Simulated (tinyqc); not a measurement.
Sheet resistance of a shallow doped layer with concentration-dependent mobility and limited activation: one step, computed by the program tinyqc. Command: `OMP_NUM_THREADS=1 python tinyqc.py 3011154 3011155 out.jsonl irvin walk`. One thread of a shared host (Intel(R) Xeon(R) Processor @ 2.30GHz), about 0.02 s of CPU time with the checks.

A layer of one dopant lies in a background of the opposite type. Current flows parallel to the surface down to the junction; depletion is ignored.

Problem. Local values. C(x) = C_s for x < l and C_s 10^(-(x - l)/abruptness) beyond. Active density N = min(C, C_a); carriers n = N - C_B; mobility mu = mu_min + (mu_max - mu_min)/(1 + ((N + C_B)/N_r)^alpha). Conductivity e n mu. Depths are 0, 0.2, 0.4, 0.6, 0.8 and 0.95 of x_j.

Inputs (values chosen for the exercise, modelled on phosphorus in silicon):
```
quantity                     value        unit
surface concentration C_s  4.5e+19      1/cm^3
length l                        43          nm
tail abruptness                5.3   nm/decade
background C_B             1.9e+18      1/cm^3
mobility floor mu_min         65.2  cm^2/(V s)
mobility mu_max               1380  cm^2/(V s)
reference density N_r      9.8e+16      1/cm^3
exponent alpha               0.705           -
anneal temperature T          1000           C
```

Profile: box with exponential tail.

junction depth x_j = 50.28463 nm

active limit C_a = 4.239336e+20 1/cm^3

Constants: e = 1.602176634e-19 C.

Give: Along the depth.

Solution.

Along the depth:
```
x (nm)  C (1/cm^3)  N (1/cm^3)  mu (cm^2/(V s))  conductivity (S/cm)
0.00     4.500e+19   4.500e+19             81.9                565.9
10.06    4.500e+19   4.500e+19             81.9                565.9
20.11    4.500e+19   4.500e+19             81.9                565.9
30.17    4.500e+19   4.500e+19             81.9                565.9
40.23    4.500e+19   4.500e+19             81.9                565.9
47.77    5.664e+18   5.664e+18            123.9                 74.7
```
